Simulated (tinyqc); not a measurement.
# Bandgap voltage reference from two bipolar transistors, step by step

tinyqc, about 0.02 s, one thread, Intel Xeon 2.30GHz (shared host): `OMP_NUM_THREADS=1 python tinyqc.py 2062118 2062119 out.jsonl` Printed values are rounded.

Two transistors of area 1 and N carry the same current I. Is(T) = Is (T/T0)^eta exp[(Vg0 q/kB)(1/T0 - 1/T)], VBE1 = Vt ln(I/Is(T)) + I rb, VBE2 = Vt ln(I/(N Is(T))) + I rb/N. The amplifier forces I R1(T) = VBE1 - VBE2 + Vos, with R(T) = R (1 + tc (T - T0)) for both resistors, and the output is Vref = VBE1 + I R2(T). Base currents and the Early effect are neglected.

Parameters, values chosen for the exercise; values of the order met in silicon bipolar transistors:
```
symbol    value   unit                                                   meaning
T0          300      K                                     reference temperature
Vg0       1.149      V                      band-gap voltage extrapolated to 0 K
eta         3.8                   temperature exponent of the saturation current
Is      2.4e-17      A           saturation current of the unit transistor at T0
N             8                              area ratio of the second transistor
R1           13   kohm  resistor across which the difference of VBE falls, at T0
tc            0  ppm/K                 temperature coefficient of both resistors
Vos        -2.7     mV                                   offset of the amplifier
rb            0    ohm                  series resistance of the unit transistor
R2        126.9   kohm                                     output resistor at T0
T           398      K                                               temperature
```

Constants: q = 1.602176634e-19 C, kB = 1.380649e-23 J/K. Results are converted to the units shown.

## Operating point at the reference temperature

Vt = kB T/q; I = (Vt ln N + Vos)/(R1(T) - rb (1 - 1/N)). Evaluate at T = T0.

Vt = 0.02585200 V
I = 3.927517 uA
Is(T) = 2.4e-17 A
VBE1 = 0.6675238 V
I R2 = 0.4984019 V
Vref = 1.165926 V

## Operating point at another temperature

Vt = kB T/q; I = (Vt ln N + Vos)/(R1(T) - rb (1 - 1/N)).

Vt = 0.03429699 V
I = 5.278352 uA
Is(T) = 3.976914e-12 A
VBE1 = 0.4835401 V
I R2 = 0.6698229 V
Vref = 1.153363 V

From T0 to T, VBE1 changes by -184 mV and I R2 by 171 mV, which leaves -12.6 mV in Vref.

## Resistor for zero slope at T0, ideal case

With tc = 0, Vos = 0 and rb = 0 the current is proportional to T, dVBE/dT = (VBE - Vg0 - (eta - 1) Vt)/T, and Vref has zero slope at T0 when Vref = Vg0 + (eta - 1) Vt0. Find VBE1, its slope, that Vref, R2/R1 and the curvature d2Vref/dT2 = -(eta - 1) kB/(q T0).

VBE1 = 0.6688560 V
dVBE/dT = -1.841765 mV/K
Vref = 1.221386 V
R2/R1 = 10.27814
curvature = -0.8042844 uV/K^2
